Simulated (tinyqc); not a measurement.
Effective-mass impurity with a central-cell term, in a basis of Slater functions: one step, computed by the program tinyqc.

The envelope obeys H = -nabla^2 - (2/r) [Z + A exp(-kappa r)] in effective units, with kappa = a*/lambda; positive A deepens the well near the core.

Question. Matrices over the s basis. zeta_i = zeta_1 beta^(i-1), i = 1..n. For s functions exp(-zeta r), with s = zeta_i + zeta_j: S = 2/s^3, T = zeta_i zeta_j S, V = -2 Z/s^2, W = -2 A/(s + kappa)^2; each function is normalised by dividing by sqrt(S_ii S_jj).

Inputs (values chosen for the exercise, for a model semiconductor):
```
quantity                  value  unit
charge Z of the core          1     -
central-cell strength A     1.4     -
basis size n                  3     -
smallest exponent zeta_1   0.31  1/a*
ratio beta of exponents     2.4     -
```

Impurity: acceptor, one isotropic band.

kappa = 3.239387 1/a*

Give: exponents; overlap S; kinetic T; Coulomb V; central cell W.

Answer.

exponents (1/a*): 0.31  0.744  1.7856

overlap S:
```
       1      2      3
1  1.000  0.757  0.358
2  0.757  1.000  0.757
3  0.358  0.757  1.000
```

kinetic T (Ry*):
```
        1         2       3
1  0.0961    0.1745  0.1982
2  0.1745  0.553536   1.005
3  0.1982     1.005   3.188
```

Coulomb V (Ry*):
```
         1        2        3
1    -0.62  -0.7976  -0.7502
2  -0.7976   -1.488   -1.914
3  -0.7502   -1.914  -3.5712
```

central cell W (Ry*):
```
          1         2        3
1  -0.02240  -0.06730  -0.1621
2  -0.06730   -0.2064  -0.5153
3   -0.1621   -0.5153   -1.375
```

Caution: the effective Bohr radius is only a few bond lengths, so the envelope approximation is rough.
